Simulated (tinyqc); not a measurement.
Numerical transform against the formula: Lorentz oscillators and the Kramers-Kronig relations.

eps(E) = 1 + sum_j S_j/(E0_j^2 - E^2 - i G_j E).

Kramers-Kronig: eps1(E) = 1 + (2/pi) P integral_0^infinity E1 eps2(E1)/(E1^2 - E^2) dE1. Maclaurin rule on the grid E_j = j h, j = 1 .. M: eps1(E_i) = 1 + (4 h/pi) sum over j with j - i odd of E_j eps2(E_j)/(E_j^2 - E_i^2); nothing is added above E_M.

Inputs chosen for the exercise (line positions loosely like those of GaAs; Lorentz tails absorb below the gap, where the real solid is clear; the results hold for these values, not for the real material): E0 = (3.13, 4.9, 6.14) eV (resonances); G = (0.4, 0.71, 1.21) eV (widths); S = (24.4, 118.5, 61.5) eV^2 (strengths); h = 0.25 eV (grid step); M = 40 (grid points E_j = j h).

Every third grid point is listed; the error is the transform minus the formula.

Dielectric function:
```
E (eV)    eps2  eps1 formula  eps1 transform   error
0.50     0.155        10.183          10.050  -0.133
1.25     0.459        10.922          10.892  -0.030
2.00     1.119        12.838          12.608  -0.231
2.75     5.393        18.911          19.476   0.565
3.50     6.711         5.494           4.874  -0.621
4.25     9.389        16.944          16.883  -0.061
5.00    33.059        -5.268          -4.608   0.660
5.75    11.129        -6.837          -7.011  -0.174
6.50     7.463        -9.242          -9.264  -0.022
7.25     2.574        -6.656          -6.746  -0.090
8.00     1.197        -4.413          -4.490  -0.077
8.75     0.683        -3.061          -3.171  -0.109
9.50     0.439        -2.190          -2.358  -0.168
```

The largest error listed is +0.660 at 5.00 eV. The rule samples every 2h = 0.5 eV and the narrowest line is 0.4 eV wide, so it is not resolved. The grid ends at 10 eV, where eps2 is still 0.341; the error at the last point listed, nearest the missing tail, is -0.168.

tinyqc: `OMP_NUM_THREADS=1 python tinyqc.py 1652402 1652403 out.jsonl`; about 0.2 s, one thread, shared Intel(R) Xeon(R) Processor @ 2.30GHz.
